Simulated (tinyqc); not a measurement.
From results back to parameters: band gaps under pressure and temperature from deformation potentials. Three cases, with inputs chosen for the exercise.

Problem. A gap moves by a ln(V/V0) with V/V0 = (1 + Bp P/B0)^(-1/Bp). B0 and the shifts at two pressures are given.

Find: ratio of the shifts; Bp; a.

Method. The ratio of the shifts, ln(1 + Bp P2/B0)/ln(1 + Bp P1/B0), falls steadily from P2/P1 as Bp grows and so fixes Bp; then a = -shift x Bp/ln(1 + Bp P/B0).

Case 1.

Values chosen (out of a larger set: near those of InP, the X and L potentials typical of such crystals; not measured data): P12 = (2, 6) GPa (two pressures).

B0 = 71.7000 GPa

shifts at the two pressures (eV): 0.1745865  0.4690685

Solution.

ratio of the shifts = 2.6867
Bp = 4.81
a = -6.67 eV

Case 2.

Values chosen (out of a larger set: near those of InP, the X and L potentials typical of such crystals; not measured data): P12 = (2, 6) GPa (two pressures).

B0 = 71.0333 GPa

shifts at the two pressures (eV): 0.1754648  0.4781912

Solution.

ratio of the shifts = 2.7253
Bp = 4.04
a = -6.58 eV

Case 3.

Values chosen (out of a larger set: near those of GaSb, the X and L potentials typical of such crystals; not measured data): P12 = (1.5, 4) GPa (two pressures).

B0 = 55.8000 GPa

shifts at the two pressures (eV): 0.2131785  0.5211837

Solution.

ratio of the shifts = 2.4448
Bp = 4.59
a = -8.41 eV

Computed by tinyqc, one run a case: `OMP_NUM_THREADS=1 python tinyqc.py N N+1 out.jsonl` with N = 1050846, 1050874, 1050875; one thread of a shared Intel(R) Xeon(R) Processor @ 2.30GHz, about 0.01 s a run at most.
